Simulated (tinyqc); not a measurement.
Inside a calculation. Model: floating body of a partially depleted SOI transistor: body voltage and kink.

tinyqc, about 0.2 s, one thread, Intel Xeon 2.30GHz (shared host): `OMP_NUM_THREADS=1 python tinyqc.py 2182067 2182068 out.jsonl` Printed values are rounded.

Source at 0 V. Channel current Ic = 2 nf K Vt^2 [F(0) - F(Vd)](1 + la Vd), F(V) = ln^2(1 + exp((Vg - VT - nf V)/(2 nf Vt))), VT = VT0 - gb Vb. Saturation voltage Vs = 2 Vt sqrt(F(0)) + 3 Vt, excess Ve = (Vd - Vs + sqrt((Vd - Vs)^2 + 0.0004 V^2))/2, multiplication M1 = Ai Ve exp(-Bl/Ve). Each junction passes D(v) = J1 (exp(v/Vt) - 1) + J2 (exp(v/(2 Vt)) - 1). Bipolar current Ib = bb J1 (exp(Vb/Vt) - 1). The body settles where M1 (Ic + Ib) = D(Vb) + D(Vb - Vd) + Vb/Rb; drain current Id = (1 + M1)(Ic + Ib) - D(Vb - Vd).

Parameters, values chosen for the exercise; values of the order met in partially depleted silicon-on-insulator transistors: temperature T = 300 K; threshold at zero body voltage VT0 = 0.48 V; fall of the threshold per volt of body voltage gb = 0.15; slope factor nf = 1.27; gain factor per width K = 540 uA/(V^2 um); channel-length modulation factor la = 0.07 1/V; impact-ionisation prefactor Ai = 2.3 1/V; impact-ionisation voltage Bl = 6.3 V; diffusion saturation current of each junction J1 = 3.8e-12 uA/um; recombination saturation current of each junction J2 = 1e-9 uA/um; gain of the lateral bipolar transistor on the diffusion current bb = 0.5; resistance of a weak body tie to the source (1e9 stands for no tie, and the term is then dropped) Rb = 1e9 kohm um; gate voltage Vg = 0.56 V; drain voltage Vd = 2.3 V.

Constants: q = 1.602176634e-19 C, kB = 1.380649e-23 J/K, Vt = kB T/q. Results are converted to the units shown.

Range of the model: The multiplication law is an empirical form chosen for the exercise; self-heating and capacitive coupling to the body are left out, and the linear laws are rough once Vb passes about 0.7 V or M1 about 0.1.

## Starting value

Vb = 0.76 V.

Vb at the start = 0.76 V

## Iteration 1: new Vb

Current into the body I_in = M1 (Ic + Ib) - D(Vb - Vd), current out I_out = D(Vb) + Vb/Rb; f = ln(I_in/I_out), s = df/dVb by central differences over 1e-5 V, Vb(new) = Vb - f/s.

Ic = 9.61175 uA/um
Ve = 2.06711 V
M1 = 0.225672
I_in = 4.67908 uA/um
I_out = 22.2469 uA/um
f = -1.55910
s = -17.4797 1/V
Vb after iteration 1 = 0.670805 V

## Iteration 2: new Vb

As before.

Ic = 8.41910 uA/um
Ve = 2.07707 V
M1 = 0.230097
I_in = 2.01844 uA/um
I_out = 0.706452 uA/um
f = 1.04982
s = -35.8635 1/V
Vb after iteration 2 = 0.700078 V

## Course of the iteration

Stop when the step is below 1e-10 V, or after 40 iterations.

Course of the iteration:

| iteration | Vb before the step (V) | step (V) |
|---|---|---|
| 1 | 0.76 | -0.0892 |
| 2 | 0.670805 | 0.0293 |
| 3 | 0.700078 | 9.60e-4 |
| 4 | 0.701038 | 1.90e-6 |
| 5 | 0.701040 | 7.54e-12 |

Converged in 5 iterations.

## Drain current with floating and with grounded body

converged Vb = 0.701040 V

Id and VT at the converged Vb, Id at Vb = 0, their ratio, and the bipolar share Ib/(Ic + Ib).

VT = 0.374844 V
Id, floating = 12.2245 uA/um
Id, grounded = 2.93182 uA/um
ratio = 4.16958
bipolar share = 11.4260 %

The body rises to 0.701 V and lowers the threshold by 105 mV.
